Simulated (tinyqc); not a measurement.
Changing the temperature T: defect equilibria of an oxide against oxygen pressure (mass action). Computed by tinyqc, a small Python program. Command: `OMP_NUM_THREADS=1 python tinyqc.py 3002607 3002608 out.jsonl brouwer sweep`. One thread of a shared host (Intel(R) Xeon(R) Processor @ 2.30GHz), about 0.01 s of CPU time with the checks.

Defects: oxygen vacancies V (charge +2), electrons n, holes p, the ionic partner X = O_i'' (charge -2), and the dopant. Activities are taken equal to concentrations.

Inputs (values chosen for the exercise, for a model oxide): reduction enthalpy H_r = 4.59 eV; prefactor K_r0 = 3.6e+71 cm^-9 atm^(1/2); gap E_g = 2.59 eV; prefactor N_c N_v = 3.1e+42 cm^-6; disorder enthalpy H_s = 2.35 eV; prefactor K_s0 = 4.9e+44 cm^-6; dopant density N_d = 1.3e+17 cm^-3; oxygen pressure P = 7e-17 atm; electron mobility mu_n = 0.12 cm^2/(V s); hole mobility mu_p = 0.029 cm^2/(V s); vacancy diffusion prefactor D_0 = 0.12 cm^2/s; vacancy migration energy E_m = 1 eV.

Ionic disorder: anion Frenkel. Dopant (singly charged, fully ionised): acceptor.

Constants: k_B = 8.617333262e-05 eV/K; e = 1.602176634e-19 C.

Method:
- K_r = K_r0 exp(-H_r/k_B T) = [V] n^2 P^(1/2); K_i = N_c N_v exp(-E_g/k_B T) = n p; K_s = K_s0 exp(-H_s/k_B T) = [X] [V].
- Neutrality: 2 [V] + p = n + 2 [X] + N_d. With n as the unknown, [V] = K_r/(n^2 P^(1/2)), p = K_i/n, [X] = K_s/[V]; the log ratio is ln(positive/negative).
- The root is found by 60 bisections in ln n between n = 1e-10 and 1e25 cm^-3.
- sigma_n = e n mu_n, sigma_p = e p mu_p, sigma_ion = 2 e [V] mu_V with mu_V = 2 e D/(k_B T) and D = D_0 exp(-E_m/k_B T); only the oxygen vacancies carry ionic current, and the ionic transport number is sigma_ion over the total.

One run for each value:
```
temperature T (K)   n (cm^-3)  [V] (cm^-3)   p (cm^-3)  total conductivity (S/cm)  ionic transport number
700                7.6889e+14   6.5385e+16  9.0848e+08                 1.4788e-05               0.0003559
800                7.1930e+16   1.0097e+17  2.0805e+09                 1.3830e-03               0.0000408
900                1.1530e+18   6.4155e+17  8.4367e+09                 2.2169e-02               0.0000721
1000               8.5482e+18   4.3393e+18  3.2097e+10                 1.6438e-01               0.0002150
1100               4.3114e+19   2.1622e+19  9.7804e+10                 8.2937e-01               0.0005543
1200               1.6561e+20   8.2873e+19  2.4817e+11                 3.1880e+00               0.0012203
1300               5.1696e+20   2.5855e+20  5.4590e+11                 9.9628e+00               0.0023662
1400               1.3714e+21   6.8575e+20  1.0730e+12                 2.6476e+01               0.0041488
```

What does the table show, and why?

Over the rows, n (cm^-3) rises from 7.69e14 to 1.37e21 (exponent d ln y / d ln x 34 between the first rows and 13 between the last); [V] (cm^-3) rises from 6.54e16 to 6.86e20 (exponent d ln y / d ln x 3.3 between the first rows and 13 between the last); p (cm^-3) rises from 9.08e8 to 1.07e12 (exponent d ln y / d ln x 6.2 between the first rows and 9.1 between the last). A line through ln n against 1/(k_B T) gives 1.694 eV. Left out: 1500 (the defects are no longer dilute).

Caution (rows 1300, 1400): one of n, p, [V] and [X] is above 2e20 cm^-3, near 1 % of the sites of a usual oxide, where defects associate and the ideal mass-action laws fail. Caution (rows 1400): the carrier density is near sqrt(N_c N_v), where the carriers are degenerate and n p = K_i fails.
